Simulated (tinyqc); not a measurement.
Inside a calculation. Method: Hueckel theory of the pi electrons with the omega technique, for the molecule c1ccc2cccc-2cc1 (SMILES; centres numbered as the heavy atoms are written). One step of it, computed by the program tinyqc.

Question. Omega technique, round 1. h_r = h_r(0) + omega q_r, omega = 1, with q_r = z_r - P_rr; 0.7 of the old diagonal is kept.

Hueckel matrix in units of beta (H = alpha + beta A):
```
           1C        2C        3C        4C        5C        6C        7C        8C
1C   0.000000  1.000000  0.000000  0.000000  0.000000  0.000000  0.000000  0.000000
2C   1.000000  0.000000  1.000000  0.000000  0.000000  0.000000  0.000000  0.000000
3C   0.000000  1.000000  0.000000  1.000000  0.000000  0.000000  0.000000  0.000000
4C   0.000000  0.000000  1.000000  0.000000  1.000000  0.000000  0.000000  1.000000
5C   0.000000  0.000000  0.000000  1.000000  0.000000  1.000000  0.000000  0.000000
6C   0.000000  0.000000  0.000000  0.000000  1.000000  0.000000  1.000000  0.000000
7C   0.000000  0.000000  0.000000  0.000000  0.000000  1.000000  0.000000  1.000000
8C   0.000000  0.000000  0.000000  1.000000  0.000000  0.000000  1.000000  0.000000
9C   0.000000  0.000000  0.000000  0.000000  0.000000  0.000000  0.000000  1.000000
10C  1.000000  0.000000  0.000000  0.000000  0.000000  0.000000  0.000000  0.000000

           9C       10C
1C   0.000000  1.000000
2C   0.000000  0.000000
3C   0.000000  0.000000
4C   0.000000  0.000000
5C   0.000000  0.000000
6C   0.000000  0.000000
7C   0.000000  0.000000
8C   1.000000  0.000000
9C   0.000000  1.000000
10C  1.000000  0.000000
```

charge and bond-order matrix P:
```
            1C         2C         3C         4C         5C         6C         7C         8C
1C    0.870001   0.638899   0.142691  -0.217049   0.017140   0.176598   0.017140  -0.217049
2C    0.638899   0.986447   0.664039   0.011190  -0.226883   0.017140   0.186432  -0.068408
3C    0.142691   0.664039   0.854946   0.585798   0.011190  -0.217049  -0.068408   0.172482
4C   -0.217049   0.011190   0.585798   1.027428   0.595632  -0.074358  -0.231000   0.400945
5C    0.017140  -0.226883   0.011190   0.595632   1.172879   0.656039  -0.200638  -0.231000
6C    0.176598   0.017140  -0.217049  -0.074358   0.656039   1.046600   0.656039  -0.074358
7C    0.017140   0.186432  -0.068408  -0.231000  -0.200638   0.656039   1.172879   0.595632
8C   -0.217049  -0.068408   0.172482   0.400945  -0.231000  -0.074358   0.595632   1.027428
9C    0.142691  -0.242189  -0.184853   0.172482  -0.068408  -0.217049   0.011190   0.585798
10C   0.638899   0.026246  -0.242189  -0.068408   0.186432   0.017140  -0.226883   0.011190

            9C        10C
1C    0.142691   0.638899
2C   -0.242189   0.026246
3C   -0.184853  -0.242189
4C    0.172482  -0.068408
5C   -0.068408   0.186432
6C   -0.217049   0.017140
7C    0.011190  -0.226883
8C    0.585798   0.011190
9C    0.854946   0.664039
10C   0.664039   0.986447
```

Centres:
```
centre  z_r, pi electrons of the neutral centre         h
1C                                            1  0.000000
2C                                            1  0.000000
3C                                            1  0.000000
4C                                            1  0.000000
5C                                            1  0.000000
6C                                            1  0.000000
7C                                            1  0.000000
8C                                            1  0.000000
9C                                            1  0.000000
10C                                           1  0.000000
```

Give: matrix after round 1.

Answer.

matrix after round 1:
```
         1C      2C      3C       4C       5C       6C       7C       8C
1C   0.0390  1.0000  0.0000   0.0000   0.0000   0.0000   0.0000   0.0000
2C   1.0000  0.0041  1.0000   0.0000   0.0000   0.0000   0.0000   0.0000
3C   0.0000  1.0000  0.0435   1.0000   0.0000   0.0000   0.0000   0.0000
4C   0.0000  0.0000  1.0000  -0.0082   1.0000   0.0000   0.0000   1.0000
5C   0.0000  0.0000  0.0000   1.0000  -0.0519   1.0000   0.0000   0.0000
6C   0.0000  0.0000  0.0000   0.0000   1.0000  -0.0140   1.0000   0.0000
7C   0.0000  0.0000  0.0000   0.0000   0.0000   1.0000  -0.0519   1.0000
8C   0.0000  0.0000  0.0000   1.0000   0.0000   0.0000   1.0000  -0.0082
9C   0.0000  0.0000  0.0000   0.0000   0.0000   0.0000   0.0000   1.0000
10C  1.0000  0.0000  0.0000   0.0000   0.0000   0.0000   0.0000   0.0000

         9C     10C
1C   0.0000  1.0000
2C   0.0000  0.0000
3C   0.0000  0.0000
4C   0.0000  0.0000
5C   0.0000  0.0000
6C   0.0000  0.0000
7C   0.0000  0.0000
8C   1.0000  0.0000
9C   0.0435  1.0000
10C  1.0000  0.0041
```
